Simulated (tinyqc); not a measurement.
A particle near a wafer in liquid: double-layer and van der Waals forces (DLVO), deposition barrier and removal: one step, computed by the program tinyqc. Command: `OMP_NUM_THREADS=1 python tinyqc.py 3112724 3112725 out.jsonl dlvo walk`. One thread of a shared host (Intel(R) Xeon(R) Processor @ 2.30GHz), about 0.01 s of CPU time with the checks.

Sphere and flat wall, Derjaguin approximation, constant potentials in the linear-superposition form, no retardation and no hydration force.

Task: Screening. kappa^2 = 2 z^2 e^2 N_A (1000 c)/(eps eps_0 k_B T); gamma_i = tanh(z e psi_i/(4 k_B T)); Z = 64 pi eps eps_0 (k_B T/(z e))^2 gamma_1 gamma_2.

Inputs (values chosen for the exercise, of the order of those for silica on copper in water):

| quantity | value | unit |
|---|---|---|
| particle radius R | 91 | nm |
| potential of the particle psi_1 | 21 | mV |
| potential of the wafer psi_2 | -55 | mV |
| salt concentration c | 0.00069 | mol/L |
| valence z of the symmetric salt | 1 | - |
| temperature T | 298 | K |
| dielectric constant of the liquid | 78.4 | - |

Constants: e = 1.602176634e-19 C; N_A = 6.02214076e+23 1/mol; eps_0 = 8.8541878128e-12 F/m; k_B = 1.380649e-23 J/K; k_B = 8.617333262e-05 eV/K.

Give: kappa; Debye length; gamma_1; gamma_2; Z; kappa R.

Result:

kappa = 0.08643 1/nm

Debye length = 11.57 nm

gamma_1 = 0.2016

gamma_2 = -0.4895

Z = -9.085 pN

kappa R = 7.865

Opposite signs: the double layers attract.
